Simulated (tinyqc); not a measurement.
What each parameter does: two-band massive Dirac model of the K valleys.

Basis (conduction, valence): H = [[D/2, a t (tau kx - i ky)], [a t (tau kx + i ky), -D/2 + lam tau sz]], valley tau = +/-1, spin sz = +/-1. The gap of a spin and valley is G = D - lam tau sz. Berry curvature Omega = curl of i<u|grad u>; for the conduction band Omega_c = -tau 2 a^2 t^2 G/(G^2 + 4 a^2 t^2 k^2)^(3/2), and Omega_v = -Omega_c.

Constants: hbar^2/2m0 = 3.80998211 eV angstrom^2.

Parameters, chosen for this exercise (near those used for monolayer WS2; shifted at random, so the results belong to these values and not to a real crystal): a = 3.191 angstrom (lattice constant); D = 1.69 eV (gap parameter); t = 1.48 eV (effective hopping); lam = 0.209 eV (half the valence spin splitting).

Flavour tau = sz = +1 at k = 0: gap G, mass c G/(a t)^2 with c = hbar^2/2m0, Omega_c, and the B - A splitting 2 lam.

Results for these values:

| case | G (eV) | mass (m0) | Omega_c (angstrom^2) | B - A (eV) |
|---|---|---|---|---|
| base | 1.4810 | 0.2530 | -20.337 | 0.4180 |

What happens to each result for a = 3.2548 angstrom, all else kept?

Answer: G does not change at the printed digits; mass falls from 0.2530 to 0.2432; Omega_c falls from -20.337 to -21.159; B - A does not change at the printed digits.

The same for each parameter in turn:

| case | G (eV) | mass (m0) | Omega_c (angstrom^2) | B - A (eV) |
|---|---|---|---|---|
| base | 1.4810 | 0.2530 | -20.337 | 0.4180 |
| a = 3.2548 angstrom | 1.4810 | 0.2432 | -21.159 | 0.4180 |
| D = 1.859 eV | 1.6500 | 0.2819 | -16.385 | 0.4180 |
| t = 1.628 eV | 1.4810 | 0.2091 | -24.608 | 0.4180 |
| lam = 0.3135 eV | 1.3765 | 0.2351 | -23.543 | 0.6270 |

The mass goes as G/(a t)^2 and the curvature as (a t)^2/G^2, so their product is -2c/G.

Program tinyqc; command `OMP_NUM_THREADS=1 python tinyqc.py 1452071 1452072 out.jsonl`; about 0.01 s on one thread of a shared Intel(R) Xeon(R) Processor @ 2.30GHz.
